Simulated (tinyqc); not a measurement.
Inside a calculation. Model: valley-orbit splitting of a donor ground state, with strain. Computed by tinyqc, a small Python program that keeps every step. Command: `OMP_NUM_THREADS=1 python tinyqc.py 3027825 3027826 out.jsonl valleyorbit walk`. One thread of a shared host (Intel(R) Xeon(R) Processor @ 2.30GHz), about 0.01 s of CPU time with the checks. Intermediate numbers are printed to about 7 digits and carried at full precision; extremes and crossings named in words are read from the listed rows.

The basis is the 1s envelope in each valley; energies are counted from the unstrained conduction-band edge. The strain is e_s (a a^T - 1/3) for the unit stress axis a, so valley j along n_j moves by Xi_u e_s w_j with w_j = (n_j.a)^2 - 1/3: -1/3 for x and y, +2/3 for z.

Inputs (values chosen for the exercise, modelled on donors in silicon):
```
quantity                                     value   unit
single-valley binding energy E_0              30.7    meV
central-cell shift Lambda                    0.785    meV
coupling Delta_1                              2.56    meV
coupling Delta_2                              1.74    meV
shear deformation potential Xi_u              8.46     eV
shear strain e_s                          -0.00025      -
temperature T                                   20      K
donor density N_D                          1.3e+17  cm^-3
density-of-states mass of one valley m_e     0.336    m_0
```

Valleys: six along <100>. Stress axis: [001].

Constants: k_B = 8.617333262e-05 eV/K; m_0 = 9.1093837015e-31 kg; k_B = 1.380649e-23 J/K; h = 6.62607015e-34 J s.

## Levels without strain

By symmetry: E(A1) = E_0 + Lambda + 4 Delta_1 + Delta_2 (one state), E(T2) = E_0 + Lambda - Delta_2 (three), E(E) = E_0 + Lambda - 2 Delta_1 + Delta_2 (two), as binding energies.

E(A1) = 43.465 meV

E(T2) = 29.745 meV

E(E) = 28.105 meV

Only A1 has all valley amplitudes in phase, so only it has weight at the nucleus. Of the upper states T2 is bound more strongly, because Delta_1 is larger than Delta_2.

## The valley matrix under strain

H_jj = -(E_0 + Lambda) + Xi_u e_s w_j; H_jk = -Delta_2 between opposite valleys and -Delta_1 between perpendicular ones.

H (meV), lower triangle (symmetric):
```
         +x       -x       +y       -y       +z       -z
+x  -30.780
-x   -1.740  -30.780
+y   -2.560   -2.560  -30.780
-y   -2.560   -2.560   -1.740  -30.780
+z   -2.560   -2.560   -2.560   -2.560  -32.895
-z   -2.560   -2.560   -2.560   -2.560   -1.740  -32.895
```

## Levels and ground state under strain

Diagonalise H; the ground vector has positive components. The density at the nucleus, and so the contact hyperfine coupling, scales as (sum_j c_j)^2/(number of valleys), which is 1 without strain; the envelopes are held fixed.

levels (meV): -43.53252  -31.15500  -29.04000  -29.04000  -28.74248  -27.40000

valley amplitudes of the ground state: +x 0.3878107, -x 0.3878107, +y 0.3878107, -y 0.3878107, +z 0.4463246, -z 0.4463246

hyperfine ratio A/A_0 = 0.9954348

The valleys that move down hold 39.8 % of the ground state, against 33.3 % without strain.

## Binding energy under strain

The binding energy is counted from the lowest valley edge, min_j Xi_u e_s w_j; the gap is from the ground state to the next level.

binding energy under strain = 42.12252 meV

gap to the first excited state = 12.37752 meV

## Populations and ionisation

z = sum over levels of exp(-(E - E_ground)/k_B T), the ground-state share being 1/z; N_c = 2 (2 pi m_e k_B T/h^2)^(3/2) sum_j exp(-(shift_j - lowest shift)/k_B T); n1 = N_c/(2 z) exp(-binding/k_B T), binding = lowest shift - E_ground; without compensation n = 2 N_D/(1 + sqrt(1 + 4 N_D/n1)) (Boltzmann statistics; p and higher states left out).

partition sum z = 1.001480

share of neutral donors in the ground state = 0.9985225

N_c = 2.668961e+17 cm^-3

n1 = 3237893 cm^-3

free electrons n = 6.487865e+11 cm^-3

## Strain dependence

The contact hyperfine ratio is A/A_0 = (sum_j c_j)^2/(number of valleys), c_j the valley amplitudes of the ground state; binding from the lowest valley edge.

Against strain:
```
e_s        Xi_u e_s (w_max - w_min) (meV)  binding (meV)  gap to next level (meV)      A/A_0
-0.002000                        -16.9200       36.66517                  6.92017  0.7601665
-0.000750                         -6.3450       39.87913                 10.13413  0.9556787
-0.000250                         -2.1150       42.12252                 12.37752  0.9954348
-0.000075                         -0.6345       43.04790                 13.30290  0.9996106
0.000075                           0.6345       43.25924                 13.51424  0.9996314
0.000250                           2.1150       42.82164                 13.07664  0.9961923
0.000750                           6.3450       41.84778                 12.10278  0.9730502
0.002000                          16.9200       40.51095                 10.76595  0.8981512
```

A/A_0 falls for either sign of strain, to 0.760 and 0.898 at the ends; its limits are the shares of the valleys that end up lowest, 2/6 under compression and 4/6 under tension. Near zero strain A/A_0 changes in second order, the binding in first. The binding energy drops from 43.47 meV to 36.67 and 40.51 meV, since fewer valleys share the valley-orbit gain.

## Do the excited 1s states matter for ionisation?

No strain here. The last two columns set z = 1, with the A1 depth, or use one level at E_0 with z equal to the number of valleys.

Ionised share:
```
T (K)         z  all 1s states  ground state alone  no splitting
25     1.006746   6.826367e-05        6.849351e-05  5.409119e-04
42     1.096434   5.710910e-03        5.979130e-03  1.417849e-02
63     1.357755   5.030958e-02        5.837272e-02  7.647114e-02
92     1.819683   1.884820e-01        2.452069e-01  2.266546e-01
130    2.389163   4.063311e-01        5.480153e-01  4.401675e-01
200    3.173599   6.918644e-01        8.525644e-01  7.086191e-01
340    4.062238   8.946661e-01        9.695477e-01  8.985022e-01
```

z grows from 1.007 to 4.06 of at most 6. Leaving out the excited states overstates the ionised share by up to 34.9 % (at 130 K); ignoring the splitting misses by a factor 7.92 at the lowest T and 1.00 at the highest.

Checks made by the program: symmetry formulas against diagonalisation (relative difference below 1e-10).
